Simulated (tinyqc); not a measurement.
Comparisons within one model: special k points of the square lattice. A value that a table varies takes the place of the one given here.

Lattice vectors in units of a: a1 = (1, 0), a2 = (0, 1); reciprocal vectors b_i with a_i . b_j = 2 pi delta_ij. Mesh: k = sum_i f_i b_i with f_i = (2 j_i + shift)/(2 N), j_i = 0 .. N-1. The point group of the lattice has 8 operations; only those that map the mesh onto itself are used.

A_m(k) = sum over the m-th star of lattice vectors R of cos(k . R), stars in order of length: m = 1: |R|^2 = 1, 4 vectors, such as (1, 0) in the basis a_i; m = 2: |R|^2 = 2, 4 vectors, such as (1, 1) in the basis a_i; m = 3: |R|^2 = 4, 4 vectors, such as (2, 0) in the basis a_i; m = 4: |R|^2 = 5, 8 vectors, such as (2, 1) in the basis a_i; m = 5: |R|^2 = 8, 4 vectors, such as (2, 2) in the basis a_i; m = 6: |R|^2 = 9, 4 vectors, such as (3, 0) in the basis a_i. The zone mean of every A_m is zero.

Test function, the lower band of a two-band insulator: E(k) = -sqrt(D^2 + (e0 - t A_1(k))^2).

Inputs chosen for the exercise:
- D = 2.09 eV (half gap term)
- t = 1.04 eV (coupling)
- e0 = 2.38 eV (offset)
- N = 9 (points along each reciprocal vector)
- shift = 0 (half steps)

## Mesh size and shift

Errors of the mean of E against the unshifted mesh with N = 96. The fifth column is |R|^2 of the shortest star with a non-zero mean.

Meshes:
```
mesh        points  irreducible  operations  |R|^2 missed  error (meV)
2 Gamma          4            3           8          4.00     -436.564
2 shifted        4            1           8          4.00      382.506
3 Gamma          9            3           8          9.00      -47.598
3 shifted        9            3           8          9.00       67.281
4 Gamma         16            6           8         16.00        2.236
4 shifted       16            3           8         16.00       -4.137
5 Gamma         25            6           8         25.00        2.032
5 shifted       25            6           8         25.00       -2.400
6 Gamma         36           10           8         36.00       -0.051
6 shifted       36            6           8         36.00        0.226
8 Gamma         64           15           8           >49       -0.001
8 shifted       64           10           8           >49       -0.005
10 Gamma       100           21           8           >49        0.001
10 shifted     100           15           8           >49       -0.001
```

reference mean = -3.54992 eV

How do the results move?

The shifted mesh has the smaller error for 1 of 7 values of N and the larger for 5; the rest agree at the printed digits. The cheapest mesh within 1 meV is 6 shifted, with 6 irreducible points. A mesh misses the lattice vectors N (n1 a1 + n2 a2 + ...); the half shift gives each the sign (-1)^(n1 + n2 + ...), so the 4 shortest ones add up to -4 in place of 4: their term only changes sign. The shift keeps the full symmetry; it leaves fewer irreducible points for N = 2, 4, 6, 8 and 10.

## Gap and mesh density

D takes the values listed; errors against the unshifted mesh with N = 192, for unshifted meshes.

Errors (meV):
```
D (eV)  reference (eV)     N = 2   N = 4   N = 6   N = 8
0.2            -2.6602  -617.554  37.409   1.267  -6.238
0.4            -2.7021  -598.769  29.042   1.745  -3.383
0.8            -2.8363  -554.147  14.613   0.968  -0.878
1.5            -3.1831  -482.924   4.477   0.087  -0.058
2.5            -3.8332  -410.282   1.694  -0.054   0.003
4.0            -4.9999  -338.441   1.155  -0.013   0.001
```

What can be read from the table?

The first listed N from which the error stays below 0.5 meV is none for D = 0.2, none for D = 0.4, none for D = 0.8, 6 for D = 1.5, 6 for D = 2.5, 6 for D = 4 eV. A larger D makes the function smoother, so its Fourier coefficients fall faster with |R|; single entries change sign along a column, so a small error on one coarse mesh can be a cancellation.

## One point for the whole zone

The mean-value (Baldereschi) point is taken at k = (2 pi/a) (0.25, 0.25), that is f = (0.25, 0.25); the reference is the mesh with N = 96.

Single points:
```
point                    A_1     A_2     A_3    A_4   E (eV)
Gamma                  4.000   4.000   4.000  8.000  -2.7453
mean-value point       0.000   0.000  -4.000  0.000  -3.1674
zone-face centre b1/2  0.000  -4.000   4.000  0.000  -3.1674
```

reference mean = -3.5499 eV

What can be read from the table?

The mean-value point makes A_1, A_2 and A_4 vanish. Its error is +383 meV, against +805 meV at Gamma and +383 meV at b1/2. E is not linear in A_1; its powers hold sums of nearest vectors and a non-zero mean, so this point is not exact. A_1 has the same value at b1/2, and E depends on A_1 alone, so this test cannot tell the two points apart.

## What moves the zone average

Mean of E over the mesh, and its error against the unshifted mesh with N = 96. Each row changes one parameter from the base and keeps the others.

Results:
```
case          mean (eV)  error (meV)  irreducible points
base            -3.5499         0.02                  15
N = 10          -3.5499         0.00                  21
shift = 1       -3.5499        -0.02                  15
D = 1.463 eV    -3.1619         0.11                  15
t = 1.352 eV    -3.8339         0.00                  15
```

What can be read from the table?

The largest shifts from the base row, up to three for each result and ties (the steps differ in size, so this ranks the rows, not the parameters). mean (eV): D +0.3880, t -0.2840; unchanged at the printed digits by N and shift. error (meV): D +0.09, shift -0.04, t -0.02, N -0.02. irreducible points: N +6; unchanged at the printed digits by shift, D and t.

Computed by tinyqc, a small Python program: `OMP_NUM_THREADS=1 python tinyqc.py 1681328 1681329 out.jsonl` (the numbers bound the seed that draws the inputs); one thread of a shared host (Intel(R) Xeon(R) Processor @ 2.30GHz), about 0.08 s for the whole set of steps.
